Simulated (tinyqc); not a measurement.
# Input admittance of a MOSFET at zero drain bias: distributed channel and distributed gate: effects of single changes

Source and drain grounded, strong inversion, w = 2 pi f, Cox = eps0 eox/tox. The channel is an RC line of resistance 1/(mu Cox Vo) per square fed from both ends, so one finger has the intrinsic admittance y = i w Cox L tanh(g)/g per width, g = (1/2) sqrt(i w tau), tau = L^2/(mu Vo). The vertical resistance rv/L is in series with y, the overlaps 2 i w Cov in parallel: y_t = 1/(1/y + rv/L) + 2 i w Cov. The gate strip is a line of Rsh/L per length loaded by y_t, so a finger has Y = y_t Wf tanh(k)/k, k = (Wf/sd) sqrt(y_t Rsh/L); the device has Nf Y.

Parameters, values chosen for the exercise; values of the order met in silicon radio-frequency transistors: relative permittivity of the gate insulator (close to silicon dioxide) eox = 3.9; insulator thickness tox = 1.8 nm; channel length L = 0.073 um; finger width Wf = 12 um; number of fingers Nf = 64; channel mobility mu = 390 cm^2/(V s); gate overdrive Vo = 0.52 V; sheet resistance of the gate Rsh = 15 ohm/square; vertical resistivity of the gate stack rv = 3.8 ohm um^2; number of ends at which a finger is contacted sd = 1; overlap and fringe capacitance on each side Cov = 0.2 fF/um; frequency f = 1 GHz.

Constants: eps0 = 8.8541878128e-14 F/cm where lengths are in cm. Results are converted to the units shown.

Each table varies one quantity; the others keep the values above.

## Input impedance against frequency

Low-frequency limits, with c = Cox L and ct = c + 2 Cov: R_strip = Rsh Wf/(3 sd^2 L Nf), R_ch = (c/ct)^2 L/(12 mu Cox Vo Wf Nf), R_vert = (c/ct)^2 rv/(L Wf Nf), C = ct Wf Nf. Z = 1/(Nf Y) = R + 1/(i w C), Q = |Im Z|/R, far-point signal |1/cosh k|.

The same in every row: low-frequency R (ohm) = 12.90.

Input impedance against frequency:

| f (GHz) | w tau | \|k\| | R (ohm) | C (fF) | Q | signal at the far point |
|---|---|---|---|---|---|---|
| 0.01 | 1.651e-5 | 0.05786 | 12.90 | 1383 | 892.6 | 1.000 |
| 0.03 | 4.953e-5 | 0.1002 | 12.90 | 1383 | 297.5 | 1.000 |
| 0.07 | 1.156e-4 | 0.1531 | 12.90 | 1383 | 127.5 | 1.000 |
| 0.2 | 3.302e-4 | 0.2587 | 12.90 | 1383 | 44.63 | 0.9996 |
| 0.5 | 8.255e-4 | 0.4091 | 12.89 | 1382 | 17.87 | 0.9977 |
| 1 | 0.001651 | 0.5786 | 12.89 | 1379 | 8.954 | 0.9907 |
| 4 | 0.006604 | 1.157 | 12.75 | 1331 | 2.345 | 0.8762 |
| 10 | 0.01651 | 1.830 | 12.07 | 1129 | 1.168 | 0.5833 |
| 30 | 0.04953 | 3.169 | 8.786 | 638.8 | 0.9452 | 0.2101 |

R falls from 12.9 to 8.79 ohm and C falls from 1380 to 639 fF. Q goes as f^(-1.00) between the first two rows and f^(-0.19) between the last two, where w tau = 0.0495 and |k| = 3.17. The low-frequency limits hold both R and C within 5 % up to f = 4 GHz among the rows.

## Effect of the channel length

Same model as above.

Effect of the channel length:

| L (um) | w tau | \|k\| | R (ohm) | low-frequency R (ohm) | C (fF) | Q | signal at the far point |
|---|---|---|---|---|---|---|---|
| 0.03 | 2.788e-4 | 0.6643 | 31.27 | 31.31 | 746.0 | 6.823 | 0.9841 |
| 0.058 | 0.001042 | 0.5949 | 16.21 | 16.22 | 1159 | 8.477 | 0.9896 |
| 0.11 | 0.003749 | 0.5565 | 8.571 | 8.576 | 1924 | 9.653 | 0.9920 |
| 0.22 | 0.01500 | 0.5339 | 4.329 | 4.331 | 3542 | 10.38 | 0.9931 |
| 0.42 | 0.05465 | 0.5228 | 2.348 | 2.349 | 6484 | 10.45 | 0.9932 |
| 0.8 | 0.1983 | 0.5168 | 1.389 | 1.390 | 1.207e4 | 9.491 | 0.9919 |
| 1.6 | 0.7931 | 0.5128 | 1.023 | 1.024 | 2.382e4 | 6.532 | 0.9859 |
| 3 | 2.788 | 0.5028 | 1.135 | 1.139 | 4.396e4 | 3.189 | 0.9679 |

Read the table: what changes, and by how much?

As L goes from 0.03 to 3, R goes from 31.3 through a minimum of 1.02 (at L = 1.6 among the rows listed) to 1.14 ohm, C rises from 746 to 44000 fF and Q goes from 6.82 through a maximum of 10.5 (at L = 0.42 among the rows listed) to 3.19. R_strip falls as 1/L while R_ch grows with L, which gives the minimum of R.

Program tinyqc, `OMP_NUM_THREADS=1 python tinyqc.py 2262224 2262225 out.jsonl`; Intel Xeon 2.30GHz, shared host, one thread, about 0.01 s.
